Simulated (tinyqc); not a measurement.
# Resistance of a source-drain extension with a graded tip: effects of single changes

y runs along the channel, the gate covers y > 0. The doping is N0 for y < y0 and N0 10^(-(y - y0)/la) beyond, uniform over the depth xj. Sheet conductance s(y) = q mu(N) max(N - Nch, 0) xj + (for y > 0) ma Cox Vo, with mu(N) = u0 + (u1 - u0)/(1 + (N/Nr)^au) and Cox = eps0 eox/tox. Current is taken as one-dimensional; depletion of the tip, spreading and the contact are left out. The metallurgical junction lies at yj, where N = Nch.

Inputs (values chosen for the exercise); mobility law close to that of holes in silicon: relative permittivity of the gate insulator (close to silicon nitride) eox = 7.31; insulator thickness tox = 6.9 nm; active doping of the extension far from the gate N0 = 1.9e20 cm^-3; lateral abruptness la = 4.6 nm/decade; depth of the extension xj = 15 nm; channel doping Nch = 6.6e17 cm^-3; spacer length Ls = 17 nm; gate overdrive Vo = 0.45 V; mobility of the gate-induced layer ma = 44 cm^2/(V s); mobility at low doping u1 = 470.5 cm^2/(V s); mobility at high doping u0 = 44.9 cm^2/(V s); reference doping Nr = 2.23e17 cm^-3; exponent au = 0.719; gate length Lg = 45 nm.

Constants: q = 1.602176634e-19 C, eps0 = 8.8541878128e-14 F/cm where lengths are in cm. Results are converted to the units shown.

Each table varies one quantity; the others keep the values above.

## Abruptness at a fixed junction position

R_spacer = integral of dy/s from -Ls to 0, R_ov from 0 to yj, R_channel = (Lg - 2 yj)/(ma Cox Vo), R_total = 2 R_spacer + 2 R_ov + R_channel. Electrical length L_eff = ma Cox dR_total/d(1/Vo); R_series = R_total - L_eff/(ma Cox Vo). y0 is moved with la so that yj stays at 13.612 nm.

The same in every row: yj (nm) = 13.61; R_channel (ohm um) = 957.0.

Abruptness at a fixed junction position:
```
la (nm/decade)  R_spacer (ohm um)  R_ov (ohm um)  R_total (ohm um)  L_eff (nm)  R_series (ohm um)
1                           7.751          29.81              1032       18.18              53.24
2.3                         7.751          60.56              1094       18.71              86.44
3.6                         7.751          91.31              1155       19.23              119.6
4.9                         7.751          122.1              1217       19.76              152.8
6.1                         7.938          150.3              1273       20.24              183.5
7.4                         10.05          179.0              1335       20.77              216.9
8.7                         14.86          205.1              1397       21.28              251.1
10                          22.47          228.8              1460       21.79              286.3
```

What does the comparison show, and why?

As la goes from 1 to 10 nm/decade, R_total rises from 1030 to 1460 ohm um, R_spacer rises from 7.75 to 22.5 ohm um and R_ov rises from 29.8 to 229 ohm um. R_total changes on average by 47.5 ohm um for each nm/decade. L_eff exceeds the metallurgical length by 0.406 nm in the first row and 4.02 nm in the last, since the gate also controls the lightly doped tips.

## Effect of the position under the gate where the fall begins

Same model as above.

Effect of the position under the gate where the fall begins:
```
y0 (nm)  yj (nm)  R_spacer (ohm um)  R_ov (ohm um)  R_channel (ohm um)  R_total (ohm um)  L_eff (nm)  R_series (ohm um)
-6         5.312              19.27          100.5                1851              2090       36.21              141.0
-4         7.312              11.23          108.8                1635              1875       32.23              140.1
-2         9.312              8.356          112.4                1420              1662       28.24              141.4
0          11.31              7.751          113.9                1205              1448       24.24              143.1
2          13.31              7.751          114.8               989.4              1235       20.24              144.9
4          15.31              7.751          115.7               774.0              1021       16.24              146.7
6          17.31              7.751          116.6               558.6             807.4       12.24              148.5
8          19.31              7.751          117.5               343.3             593.8       8.238              150.3
```

Read the table: what changes, and by how much?

As y0 goes from -6 to 8, R_total falls from 2090 to 594 ohm um, L_eff falls from 36.2 to 8.24 nm and R_series goes from 141 through a minimum of 140 (at y0 = -4 among the rows listed) to 150 ohm um. More overlap also shortens the channel and adds capacitance, effects on threshold and speed that are left out.

Numbers from tinyqc (`OMP_NUM_THREADS=1 python tinyqc.py 2282133 2282134 out.jsonl`; about 0.06 s on one thread of a shared Intel Xeon 2.30GHz).
